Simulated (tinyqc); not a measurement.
Against the Fermi level: single-band model of a thermoelectric material. Computed by tinyqc, a small Python program. Command: `OMP_NUM_THREADS=1 python tinyqc.py 3012694 3012695 out.jsonl thermo walk`. One thread of a shared host (Intel(R) Xeon(R) Processor @ 2.30GHz), about 0.01 s of CPU time with the checks.

One spherical band, one scattering law, no minority carriers and no phonon drag. In a real material minority carriers limit |S| to about E_g/(2 e T), so larger values are formal. eta = E_F/(k_B T) is counted from the band edge; f = 1/(1 + exp(x - eta)).

Inputs (values chosen for the exercise, for a model material):
```
quantity                              value        unit
density-of-states mass m                1.1         m_0
mobility parameter mu_300               190  cm^2/(V s)
temperature exponent p                    0           -
lattice thermal conductivity kappa_L   0.76     W/(m K)
temperature T                           690           K
```

Band: parabolic. Scattering: constant relaxation time, r = 0.

Constants: k_B = 8.617333262e-05 eV/K; e = 1.602176634e-19 C; m_0 = 9.1093837015e-31 kg; k_B = 1.380649e-23 J/K; hbar = 1.054571817e-34 J s.

Method:
- With x = E/(k_B T), a = alpha k_B T (0 for a parabolic band), G = x (1 + a x), D = 1 + 2 a x and <y> = int y f (1 - f) dx, f = 1/(1 + exp(x - eta)): tau = tau_0 G^r/D; transport function s = G^(3/2 + r)/D^2; n = N_0 <G^(3/2)> with N_0 = (2 m k_B T)^(3/2)/(3 pi^2 hbar^3).
- Integrals over x = E/(k_B T) use 160 Gauss-Legendre points in u = sqrt(x) from 0 to sqrt(max(eta, 0) + 32).
- sigma = e mu_0 N_0 <s> with mu_0 = e tau_0/m = mu_300 (T/300 K)^(-p); |S| = (k_B/e)(<x s>/<s> - eta); Lorenz number L = (k_B/e)^2 (<x^2 s>/<s> - (<x s>/<s>)^2); kappa_e = L sigma T; zT = S^2 sigma T/(kappa_L + kappa_e).

The same material at other dopings:
```
eta  n (1/cm^3)  |S| (microvolt/K)  sigma (S/cm)  power factor (microwatt/(cm K^2))      zT
-4   1.8377e+18             560.82    5.5943e+01                              17.60  1.4597
-3   4.9415e+18             475.82    1.5043e+02                              34.06  2.4655
-2   1.3057e+19             392.69    3.9748e+02                              61.29  3.3248
-1   3.3102e+19             314.01    1.0077e+03                              99.36  3.3138
0    7.7268e+19             244.17    2.3521e+03                             140.23  2.5015
1    1.5911e+20             187.59    4.8437e+03                             170.45  1.6023
2    2.8515e+20             145.45    8.6804e+03                             183.64  0.9773
4    6.5756e+20              94.03    2.0017e+04                             176.97  0.3964
6    1.1559e+21              67.13    3.5188e+04                             158.58  0.1956
10   2.4322e+21              41.74    7.4038e+04                             129.00  0.0732
```

|S| falls and sigma rises with eta, so their product S^2 sigma peaks: among these rows at eta = 2, and zT at eta = -2, where |S| = 393 microvolt/K. zT stays above 90 % of its best row from n = 1.3e19 to 3.3e19 per cm^3.

Extremes, crossings and ranges named in words are read from the listed rows.
